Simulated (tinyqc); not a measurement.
Optical transitions of a finite quantum well: sweeps and comparisons. A value that a table varies takes the place of the one given here.

Each carrier sees a square well of width L with its own depth V and masses m (inside), mb (outside); c = hbar^2/2m0, k = sqrt(m E/c), kappa = sqrt(mb (V - E)/c), and level n solves k L + 2 atan[(k/m)/(kappa/mb)] = n pi. The envelope is cos(kz) for odd n and sin(kz) for even n inside, joins exp(-kappa (|z| - L/2)) outside, and is normalised to 1. Excitons and band mixing are left out.

Constants: hbar^2/2m0 = 3.80998211 eV angstrom^2; e^2/(4 pi eps0) = 14.39964547 eV angstrom; hc = 1239.841984 eV nm.

Parameters, chosen for this exercise (near those of a GaAs well in AlGaAs; not measured data):
- L = 131 angstrom (well width)
- Vc = 0.194 eV (conduction offset)
- me = 0.0671 m0 (electron, well)
- meb = 0.0869 m0 (electron, barrier)
- eps = 11.4 (background dielectric constant)
- Nss = (0.032, 0.08, 0.16, 0.32, 0.48, 0.64, 0.96) x 1e12/cm^2 (sheet densities)
- Eg = 1.513 eV (gap of the well)
- Vv = 0.104 eV (valence offset)
- mh = 0.354 m0 (heavy hole along z, well)
- mhb = 0.403 m0 (heavy hole, barrier)
- ml = 0.0864 m0 (light hole along z, well)
- mlb = 0.1109 m0 (light hole, barrier)
- Ls = (31, 48, 59, 73, 95, 137, 173) angstrom (widths)

## Depolarisation shift

The collective line lies at E12 sqrt(1 + a), a = 8 pi q (n1 - n2) S/(eps E12), q = e^2/(4 pi eps0), S = integral over z of (integral up to z of psi_1 psi_2)^2. Zero temperature with the mass me in both subbands: n1 - n2 = Ns until Ns reaches D E12, D = me/(2 pi c), and D E12 beyond. 1e12/cm^2 = 1e-4/angstrom^2; exchange and the static band bending by the charge are left out.

Line position:
```
Ns (1e12/cm^2)  n1 - n2       a  line (meV)  shift (meV)
0.032             0.032  0.0171       57.39         0.48
0.080             0.080  0.0428       58.11         1.20
0.16              0.160  0.0856       59.29         2.39
0.32              0.320  0.1712       61.58         4.68
0.48              0.480  0.2568       63.79         6.89
0.64              0.640  0.3423       65.93         9.02
0.96              0.960  0.5135       70.01        13.10
```

S = 9.588 angstrom
E12 = 56.90 meV

What does this show?

The upward shift grows from 0.48 to 13.10 meV, 23.0 % of E12 at most. For small a the shift is a E12/2, linear in Ns; in the last row that rule gives 14.61 meV. S/L = 0.0732, against 5/(9 pi^2) = 0.0563 for hard walls.

## Width of the well

Edge wavelength hc/(Eg + e1 + hh1), squared e1-hh1 overlap, lh1 - hh1, and the 1-2 intersubband energy with f_12 = (m1/c) E12 z_12^2, 1/m1 = <1|1/m|1> (dash: e2 unbound).

Results:
```
L (angstrom)  edge (nm)  overlap^2  lh1 - hh1 (meV)  E12 (meV)   f_12
31                748.6     0.9316             28.7          -      -
48                771.9     0.9580             24.8          -      -
59                781.6     0.9674             21.6      132.4  0.670
73                790.3     0.9753             18.0      117.3  0.961
95                799.0     0.9828             13.7       88.4  0.985
137               807.6     0.9900              8.6       53.2  0.974
173               811.3     0.9931              6.2       37.0  0.968
```

What can be read from the table?

The edge tunes from 749 to 811 nm, towards hc/Eg = 819 nm, while the overlap goes from 0.932 to 0.993. e2 binds at L = pi sqrt(c/(me Vc)) = 53.7 angstrom; f_12 starts from zero there and is 0.670 at 59 angstrom, the rest going to the continuum; among the widths listed it peaks at 0.985 (95 angstrom) and is 0.968 in the widest well, against 0.961 for hard walls.

## What each parameter does

Edge wavelength hc/(Eg + e1 + hh1), squared overlap of e1 and hh1, and the confinement energies. Each row changes one parameter from the base and keeps the others.

Results:
```
case              edge (nm)  overlap^2  e1 (meV)  hh1 (meV)
base                  806.7     0.9893      19.3        4.5
L = 118 angstrom      804.5     0.9875      22.7        5.4
Eg = 1.543 eV         791.3     0.9893      19.3        4.5
Vc = 0.165 eV         807.1     0.9850      18.6        4.5
Vv = 0.125 eV         806.7     0.9864      19.3        4.7
me = 0.0738 m0        807.3     0.9920      18.3        4.5
mh = 0.301 m0         806.4     0.9926      19.3        5.1
meb = 0.1043 m0       807.1     0.9879      18.6        4.5
```

How do the results move?

The largest shifts from the base row, up to three for each result and ties (the steps differ in size, so this ranks the rows, not the parameters). edge (nm): Eg -15.4, L -2.2, me +0.5; unchanged at the printed digits by Vv. overlap^2: Vc -0.0043, mh +0.0033, Vv -0.0029; unchanged at the printed digits by Eg. e1 (meV): L +3.3, me -1.0, meb -0.7, Vc -0.7; unchanged at the printed digits by Eg, Vv and mh. hh1 (meV): L +0.9, mh +0.5, Vv +0.1; unchanged at the printed digits by Eg, Vc, me and meb.

Run: tinyqc, `OMP_NUM_THREADS=1 python tinyqc.py 1280903 1280904 out.jsonl`; Intel(R) Xeon(R) Processor @ 2.30GHz, one thread, shared host; about 0.08 s of CPU time with all checks.
